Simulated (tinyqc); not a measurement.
Cyclotron resonance of ellipsoidal valleys, Si type: one step. Line shape. Two cases, with inputs chosen for the exercise.

Problem. For linear polarisation and one isotropic mass the absorbed power goes as P = [1 + (w^2 + wc^2) tau^2]/([1 + (wc^2 - w^2) tau^2]^2 + 4 w^2 tau^2), w = 2 pi nu. List it for wc/w = 0, 0.5, 0.8, 0.9, 1, 1.1, 1.2, 1.5 and 2, which is B over the resonance field.

Give: w tau; Power.

Case 1.

Values chosen (out of a larger set: near those of Si; not measured data): nu = 70 GHz (microwave frequency); tau = 15 ps (scattering time).

Solution.

w tau = 6.597

Power:
```
wc/w        P
0.0   0.02246
0.5   0.04714
0.8    0.1859
0.9    0.3515
1.0    0.5029
1.1    0.3510
1.2    0.1848
1.5   0.04391
2.0   0.01250
```

The largest listed value lies at wc/w = 1.0, 22.4 times the zero-field value. With w tau well above 1 the line is sharp, of relative half width about 1/(w tau). The closest two lines of this crystal are 40.5 % apart, so they are resolved.

Case 2.

Values chosen (out of a larger set: near those of Si; not measured data): nu = 24 GHz (microwave frequency); tau = 11 ps (scattering time).

Solution.

w tau = 1.659

Power:
```
wc/w       P
0.0   0.2666
0.5   0.3658
0.8   0.5009
0.9   0.5323
1.0   0.5416
1.1   0.5247
1.2   0.4853
1.5   0.3237
2.0   0.1527
```

The largest listed value lies at wc/w = 1.0, 2.0 times the zero-field value. The line is so broad that on the low-field side it reaches half its height only near zero field, or not at all. The closest two lines of this crystal are 57.4 % apart, so they merge at this w tau.

Computed by tinyqc, one run a case: `OMP_NUM_THREADS=1 python tinyqc.py N N+1 out.jsonl` with N = 1282410, 1282771; one thread of a shared Intel(R) Xeon(R) Processor @ 2.30GHz, about 0.01 s a run at most.
